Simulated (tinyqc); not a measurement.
Donors with valley-orbit split 1s states, step by step. Values are carried at full precision from step to step, so a last printed digit may differ when a step is redone from the rounded ones.

Each donor binds at most one electron, in any of its states. For a site s, W_s = sum over its states of g exp(E/kT), and the ionised share is 1/(1 + W_s exp(eta)), eta = (EF - Ec)/kT; n = Nc F_1/2(eta); neutrality n + NA = ND x (mean ionised share); holes are neglected. Nc from N = 2 (m kB T/(4 pi c))^(3/2) with c = hbar^2/2m0, in 1/angstrom^3; times 1e24 for 1/cm^3, m = md. F_j(eta) = (1/Gamma(j + 1)) integral_0^infinity x^j dx/(1 + exp(x - eta)), which tends to exp(eta) for eta << 0.

Constants: hbar^2/2m0 = 3.80998211 eV angstrom^2; kB = 8.617333262e-05 eV/K.

Inputs chosen for the exercise (near those of Sb in Si; shifted at random, so the results belong to these values and not to a real crystal): md = 1.076 m0 (density-of-states mass of the conduction band); E = (42.6, 32.5, 30.6) meV (binding energies of 1s(A1), 1s(T2), 1s(E)); g = (2, 6, 4) (their degeneracies with spin); T = 225 K; ND = 4.6e+17 1/cm^3 (donors); NA = 0 1/cm^3 (compensating acceptors, all ionised); mu0 = 67 cm^2/(V s) (mobility at heavy doping); mu1 = 1467 cm^2/(V s) (mobility at light doping and 300 K); Nr = 1.1e+17 1/cm^3 (reference doping); de = 0.72 (doping exponent); ga = 2.3 (temperature exponent).

## Partition sums of the neutral donor

Give each term g exp(E/kT), W_s, and the effective degeneracy W_s exp(-E_ground/kT).

Nc = 1.8192e+19 1/cm^3

terms: 1s(A1) 18.00, 1s(T2) 32.07, 1s(E) 19.39

W_s: donor 69.455

effective degeneracy: donor 7.718

The ground state alone would give 2 and all states together 12; here the excited states hold 74 % of the bound electrons.

## Neutrality

Solve for eta.

eta = -4.325
n = 2.40e+17 1/cm^3

ionised share: donor 0.521

n is 0.521 of ND - NA.

## Mobility and resistivity

Mobility (Caughey-Thomas form): mu = mu0 + (mu1 (T/300)^(-ga) - mu0)/(1 + ((ND + NA)/Nr)^de); rho = 1/(e n mu), e = 1.602176634e-19 C.

Compare with full ionisation, n = ND - NA.

mu = 797.3 cm^2/(V s)
rho = 0.0327 ohm cm
rho at full ionisation = 0.0170 ohm cm

Incomplete ionisation raises rho by a factor 1.92.

## Checks

- n at ND = 1e13 1/cm^3 against the root of n^2 = (Nc/W)(ND - n) (1/cm^3): both 1.000e+13.

Computed by tinyqc, a small Python program: `OMP_NUM_THREADS=1 python tinyqc.py 1681270 1681271 out.jsonl` (the numbers bound the seed that draws the inputs); one thread of a shared host (Intel(R) Xeon(R) Processor @ 2.30GHz), about 0.01 s for the whole set of steps.
